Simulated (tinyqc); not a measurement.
Scale length and length offset from two DIBL values.

Question. DIBL = exp(-Le/(2 l)) + 2 exp(-Le/l) with Le = L - dL. Find l, dL and the drawn length for a DIBL of 100 mV/V.

DIBL at drawn lengths 160 and 280 nm (mV/V): [65.466730, 6.4309133]

Solution. With e = exp(-Le/(2 l)), 2 e^2 + e = DIBL gives e and so Le/l at each length; Le/l is a straight line in L with slope 1/l.

l = 27.0 nm
dL = 6.80 nm
length for 100 mV/V = 140 nm

Numbers from tinyqc (`OMP_NUM_THREADS=1 python tinyqc.py 2002066 2002067 out.jsonl`; about 0.01 s on one thread of a shared Intel Xeon 2.30GHz).
